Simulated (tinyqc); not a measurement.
## Bulk transistor, scale length and short-channel effects: effect of the depletion depth

A gate, an insulator of thickness ti and a depleted layer of depth ts on a conducting body. Below threshold the potential that source and drain add obeys Laplace's equation and vanishes on the gate and at the bottom of the depleted layer. Its lowest mode decays along the channel as exp(-k y); k is the smallest positive root of the matching condition at the interface, and the scale length is Lambda = pi/k.

k is the smallest positive root of f(k) = eps_r sin(k ti) cos(k ts) + ei cos(k ti) sin(k ts). Along the channel psi(y) = s + a exp(y/l) + b exp(-y/l) with psi(0) = Vbi, psi(L) = Vbi + Vds and l = 1/k = Lambda/pi; with A = Vbi - s, B = A + Vds, x = exp(-L/l): a = (B - A x) x/(1 - x^2), b = (A - B x)/(1 - x^2). The minimum is s + 2 sqrt(a b), at y = (l/2) ln(b/a). The long-channel potential follows the gate as s = sT + (Vg - VTL)/m, and the threshold VT is the gate voltage at which the minimum equals sT. Swing = m Vt ln 10/g at threshold, g = d(minimum)/ds = 1 - (b x + a)/((1 + x) sqrt(a b)). DIBL = [VT(0.05 V) - VT(Vds)]/(Vds - 0.05 V). sT and Vbi are held fixed; m = 1 + eps_r ti/(ei ts) in each row.

Parameters, values chosen for the exercise; permittivities: semiconductor close to that of gallium nitride, insulator close to that of zirconium oxide: temperature T = 350 K; relative permittivity of the semiconductor eps_r = 9.68; relative permittivity of the insulator ei = 24.1; insulator thickness ti = 1.9 nm; channel length L = 24 nm; potential of the source Vbi = 1.05 V; potential of the barrier top at threshold sT = 0.59 V; drain voltage Vds = 0.5 V.

Constants: q = 1.602176634e-19 C, kB = 1.380649e-23 J/K, Vt = kB T/q. Results are converted to the units shown.

Result of one run:
```
Lambda (nm)  L/Lambda  VT - VTL at Vds (mV)  DIBL (mV/V)  swing (mV/decade)
20.781         1.1549               -326.28       205.00             107.38
```

Which depletion depth ts gave this result: 5.2, 6.5, 16 or 20 nm?

ts = 20 nm.

The whole series:
```
ts (nm)  Lambda (nm)  L/Lambda  VT - VTL at Vds (mV)  DIBL (mV/V)  swing (mV/decade)
5.2           6.2295    3.8526               -3.6057       2.1743             80.042
6.5           7.4329    3.2289               -9.4381       5.6993             78.653
8.1           8.9719    2.6750               -22.477       13.614             78.491
10            10.834    2.2152               -47.123       28.688             79.969
13            13.805    1.7384               -105.76       65.030             85.154
16            16.791    1.4293               -186.67       115.94             93.130
20            20.781    1.1549               -326.28       205.00             107.38
```

As ts goes from 5.2 to 20 nm, Lambda rises from 6.23 to 20.8 nm, DIBL rises from 2.17 to 205 mV/V and the swing goes from 80.0 through a minimum of 78.5 (at ts = 8.1 nm among the rows listed) to 107 mV a decade. On average Lambda goes as ts^(0.89). For ts = 16 to 20 nm L is under 1.5 Lambda, where higher modes, left out of the one-mode potential, count.

Numbers from tinyqc (`OMP_NUM_THREADS=1 python tinyqc.py 2420168 2420169 out.jsonl`; about 0.01 s on one thread of a shared Intel Xeon 2.30GHz).
